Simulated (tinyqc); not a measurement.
Inside a calculation: plasmons of a degenerate electron gas in the random-phase approximation. Values are carried at full precision from step to step, so a last printed digit may differ when a step is redone from the rounded ones.

Zero temperature, parabolic band: kF = (3 pi^2 n)^(1/3), EF = c kF^2/m, Ep^2 = 8 pi c e2 n/(m eb), qTF^2 = 6 pi e2 n/(eb EF), c = hbar^2/2m0, e2 = e^2/(4 pi eps0), n in 1/angstrom^3 (1e-24 per 1/cm^3).

Constants: hbar^2/2m0 = 3.80998211 eV angstrom^2; e^2/(4 pi eps0) = 14.39964547 eV angstrom; a0 (Bohr radius) = 0.5291772105 angstrom.

Values chosen for the exercise (a free-electron density near that of Na; not measured data):

| symbol | value | unit | meaning |
|---|---|---|---|
| n | 2.62e+22 | 1/cm^3 | electron density |
| m | 1 | m0 | mass |
| eb | 1 |  | background dielectric constant |
| q | 0.249 | 1/angstrom | wave vector |
| E | 1.12 | eV | energy transfer |
| qp | 0.589 | 1/angstrom | wave vector of the plasmon |

## Scales of the gas

Also rs = (3/(4 pi n))^(1/3) m/(a0 eb).

kF = 0.91884 1/angstrom
EF = 3.2167 eV
Ep = 6.0105 eV
qTF = 1.4869 1/angstrom
hbar vF = 7.0015 eV angstrom
rs = 3.947

Ep/EF = 1.869. With rs above 1 exchange and correlation, left out here, lower the dispersion noticeably.

## The dielectric function at one point

Lindhard function: eps(q, E)/eb = 1 + (qTF/q)^2 (f1 + i f2) with z = q/(2 kF), u = E/(hbar vF q), hbar vF = 2 c kF/m; f1 = 1/2 + [h(z - u) + h(z + u)]/(8 z), h(x) = (1 - x^2) ln|(x + 1)/(x - 1)|; f2 = pi u/2 for z + u < 1, (pi/(8 z))(1 - (z - u)^2) for |z - u| < 1 < z + u, else 0. Pairs exist for c (q^2 - 2 q kF)/m < E < c (q^2 + 2 q kF)/m.

Give also the loss function Im(-eb/eps).

z, u: 0.1355  0.6424

f1, f2: 0.4919  1.0091

eps/eb = 18.540+35.983i
loss function = 0.022

The point lies inside the pair continuum, so eps has an imaginary part.

## The plasmon at one wave vector

Solve f1 (qTF/q)^2 = -1 above the continuum, and compare with E^2 = Ep^2 + (3/5)(hbar vF q)^2 + (c q^2/m)^2.

top of the continuum = 5.446 eV
plasmon energy = 7.027 eV
short formula = 6.934 eV

The plasmon lies 1.582 eV above the continuum and 16.9 % above Ep; the short formula errs by -1.33 %.

## Where Landau damping starts

Find qc at which the plasmon meets the top of the continuum, eps(qc, c (qc^2 + 2 qc kF)/m) = 0, and compare with Ep/(hbar vF).

qc = 0.8644 1/angstrom
qc/kF = 0.941
energy there = 8.898 eV
Ep/(hbar vF) = 0.8584 1/angstrom

The simple estimate is 0.993 times qc.

## Checks

- F-sum of the loss function at q = 1.3 qc over (pi/2) Ep^2 against 1: both 1.00.
- f1 at E = 0 and z = 0.6 against the static Lindhard function: both 0.86968.

(tinyqc, `OMP_NUM_THREADS=1 python tinyqc.py 1650796 1650797 out.jsonl`, Intel(R) Xeon(R) Processor @ 2.30GHz, 1 thread, shared host, about 0.01 s.)
